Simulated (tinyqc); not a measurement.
Worked calculation: valley splitting of a silicon quantum well in envelope theory. Values are carried at full precision from step to step, so a last printed digit may differ when a step is redone from the rounded ones.

Constants: hbar^2/2m0 = 3.80998211 eV angstrom^2; kB = 8.617333262e-05 eV/K.

Inputs chosen for the exercise (near those of a strained Si well in SiGe; not measured data): k0 = 0.845 2 pi/a (valley position); a = 5.431 angstrom (lattice constant); ml = 0.898 m0 (mass along z); F = 13.9 mV/nm (field pressing towards the upper interface); w = 0.5 angstrom (interface width parameter); L = 92 angstrom (well width); V0 = 0.2 eV (conduction offset); C0 = 0.243 (Bloch overlap factor); Yb = 0.3 (Ge share of the barrier); Yw = 0.02 (Ge share of the well); ad = 140 angstrom (dot radius).

## Wave number and lengths

q = 2 k0 (2 pi/a), its wavelength, the field length (c/(ml e F))^(1/3) with c = hbar^2/2m0 and 1 mV/nm = 1e-4 eV/angstrom, and the damping factor y/sinh(y), y = pi q w, of a step smoothed as 1/(1 + exp(z/w)).

q = 1.9552 1/angstrom
wavelength = 3.214 angstrom
field length = 14.5 angstrom
damping factor = 0.285

## The envelope

The well lies at 0 < z < L; U(z) = V0 [1/(1 + exp(z/w)) + 1/(1 + exp((L - z)/w))] - e F z, 1 mV/nm = 1e-4 eV/angstrom. The envelope psi solves -(c/ml) psi'' + U psi = E psi, c = hbar^2/2m0, by three-point differences on a grid of 0.1 angstrom from -40 to L + 40 angstrom. The two valleys at +/- k0 couple through D = C0 times the integral of exp(-i q z) U(z) psi^2, q = 2 k0 (2 pi/a), and split by Ev = 2|D|.

Two lowest levels, mean position, and psi^2 at both interfaces.

levels (meV): -87.22  -52.23

<z> = 74.2 angstrom
psi^2 at z = 0 and L (1/angstrom): 1.60e-08  0.00672

The field makes psi^2 at the upper interface 4.2e+05 times that at the lower one. The orbital spacing is 35.0 meV.

## Contributions to the coupling

Split D into the lower barrier, the upper barrier and the field term.

Parts of D (micro-eV):
```
part             real  imaginary    size
lower barrier   0.000      0.000   0.000
upper barrier  10.930     48.194  49.418
field term      0.046      0.824   0.826
```

## Valley splitting and phase

The inter-valley coupling D is the sum of the complex parts; Ev = 2|D|, the valley phase is arg D, and kB T equals Ev at T = Ev/kB.

Ev = 100 micro-eV
phase = 1.35 rad
T = 1.2 K

The upper barrier gives the largest part.

## Alloy disorder

Random alloy: with Y(z) = Yw + (Yb - Yw) B(z), B the bracket in U, and in-plane density exp(-r^2/ad^2)/(pi ad^2), D gains a random complex part of variance sigma^2 = (C0^2/pi)(a^2 V0/(8 ad (Yb - Yw)))^2 (4/a) times the integral of psi^4 Y (1 - Y). Alone it gives a mean splitting sqrt(pi) sigma; together with the smooth part the rms splitting is 2 sqrt(|D|^2 + sigma^2).

Give the integral, sigma, the mean splitting from disorder alone and the rms total.

integral = 0.000572 1/angstrom
sigma = 52.9 micro-eV
sqrt(pi) sigma = 93.8 micro-eV
rms splitting = 146.0 micro-eV

|D|/sigma = 0.95: the two parts are comparable.

## Checks

- Lowest level for sharp walls and no field against the square well, meV: both 4.1.
- Size of one barrier part in that case against C0 V0 psi(0)^2/sqrt(q^2 + 4 kappa^2), micro-eV: both 9.8.

tinyqc: `OMP_NUM_THREADS=1 python tinyqc.py 1252197 1252198 out.jsonl`; about 0.07 s, one thread, shared Intel(R) Xeon(R) Processor @ 2.30GHz.
